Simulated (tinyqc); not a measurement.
On-chip interconnect, size-dependent resistivity and RC delay: one step of the calculation.

A rectangular line between two neighbours and two ground planes. Surface and grain-boundary scattering are added to the bulk resistivity as corrections; capacitances are parallel-plate values without fringing; inductance is ignored.

Problem. Resistivity, resistance and capacitance per length. Metal width x = wd - 2 tl, height y = AR wd - tl; grain boundaries (Mayadas-Shatzkes): al = (lam/(gr x)) Rg/(1 - Rg), g = 1/[1 - 3 al/2 + 3 al^2 - 3 al^3 ln(1 + 1/al)] - 1; surfaces (Fuchs-Sondheimer, thick limit): s = (3/8) lam (1 - ps)(1/x + 1/y); rho = rho0 (1 + g + s); r = rho/(x y); c = eps0 ek (2 wd/hd + 2 Mf AR wd/sp).

Inputs (values chosen for the exercise); metal values close to those of aluminium: bulk resistivity rho0 = 2.59 uohm cm; bulk mean free path lam = 18.6 nm; specular share of surface scattering ps = 0; reflection coefficient of grain boundaries Rg = 0.47; grain size over the metal width gr = 1; drawn line width wd = 48 nm; aspect ratio, height over width AR = 1.6; liner on both walls and the bottom, not conducting tl = 1.8 nm; space to the neighbouring lines sp = 48 nm; dielectric height to the planes above and below hd = 81 nm; relative permittivity of the dielectric ek = 3; Miller factor of the neighbours Mf = 1.

Constants: eps0 = 8.8541878128e-12 F/m. Results are converted to the units shown.

Find: x; y; al; g; s; rho; r; c.

Solution.

x = 44.400 nm
y = 75.000 nm
al = 0.37149
g = 0.52464
s = 0.25009
rho = 4.5966 uohm cm
r = 13.804 ohm/um
c = 0.11648 fF/um

Computed by the program tinyqc: `OMP_NUM_THREADS=1 python tinyqc.py 2100106 2100107 out.jsonl`, one thread of a shared Intel Xeon 2.30GHz, about 0.01 s for the whole run.
